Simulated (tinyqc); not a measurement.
n-type polysilicon, carrier trapping at grain boundaries: one step of the calculation.

One-dimensional grains of size Lg, uniform ionised doping N, monovalent traps Qt at each boundary at a depth Et below (for electrons) or above (for holes) the band edge there, abrupt depletion of width W on each side of a boundary, Boltzmann statistics. xi is the distance from the band edge at the grain centre to the Fermi level. Trapped charge Qt/(1 + exp((xi + VB - Et)/Vt)) = 2 N W, barrier VB = q N W^2/(2 eps0 eps_r).

Task. Resistivity and effective mobility. n0 = NB exp(-xi/Vt); mean density n0 (1 - 2 W/Lg) by charge balance in a partly depleted grain, and n0 (sqrt(pi)/2) erf(u)/u with u = sqrt(VB/Vt) in a fully depleted one; v = sqrt(kB T/(2 pi ms m0)); barrier resistivity Vt exp(VB/Vt)/(q fe n0 v Lg); grain resistivity (1 - 2 W/Lg)/(q n0 mug); effective mobility 1/(q mean density total resistivity).

Values chosen for this exercise; values of the order met in polycrystalline silicon: temperature T = 300 K; conduction-band density of states at T NB = 2.8e19 cm^-3; grain size Lg = 34 nm; mass for thermionic emission ms = 0.27 m0; correction factor of the emission rate fe = 0.25; mobility inside the grains mug = 220 cm^2/(V s).

Constants: q = 1.602176634e-19 C, kB = 1.380649e-23 J/K, m0 = 9.1093837015e-31 kg, Vt = kB T/q. Results are converted to the units shown.

W = 17 nm
xi = 0.29544256 V
VB = 0.12738506 V

Give: n0; mean density; v; barrier resistivity; grain resistivity; resistivity; effective mobility.

Result.

n0 = 3.047e14 cm^-3
mean density = 1.215e14 cm^-3
v = 5.177e6 cm/s
barrier resistivity = 1.661e4 ohm cm
grain resistivity = 0.000 ohm cm
resistivity = 1.661e4 ohm cm
effective mobility = 3.094 cm^2/(V s)

The resistivity is 3.34e5 times that of a single crystal with the same N and mobility mug, and the mean density is 0.0213 % of N.

tinyqc, about 0.01 s, one thread, Intel Xeon 2.30GHz (shared host): `OMP_NUM_THREADS=1 python tinyqc.py 2830016 2830017 out.jsonl`
